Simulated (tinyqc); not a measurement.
## Lifetime from the storage time

Inverse problem. In the charge-control model of a long diode dQ/dt = -Ir - Q/tau after the current is switched from If to -Ir, with Q(0) = If tau; the storage time ends at Q = 0. Find tau, the stored charge and the share of it that leaves through the terminals.

forward and reverse current (mA): [3.1, 3]
storage time = 46.838648 ns

Answer. Integrating gives ts = tau ln(1 + If/Ir). The extracted charge is Ir ts; the rest recombines.

tau = 66.00 ns
stored charge = 0.2046 nC
share extracted = 68.68 %

Numbers from tinyqc (`OMP_NUM_THREADS=1 python tinyqc.py 2230102 2230103 out.jsonl`; about 0.01 s on one thread of a shared Intel Xeon 2.30GHz).
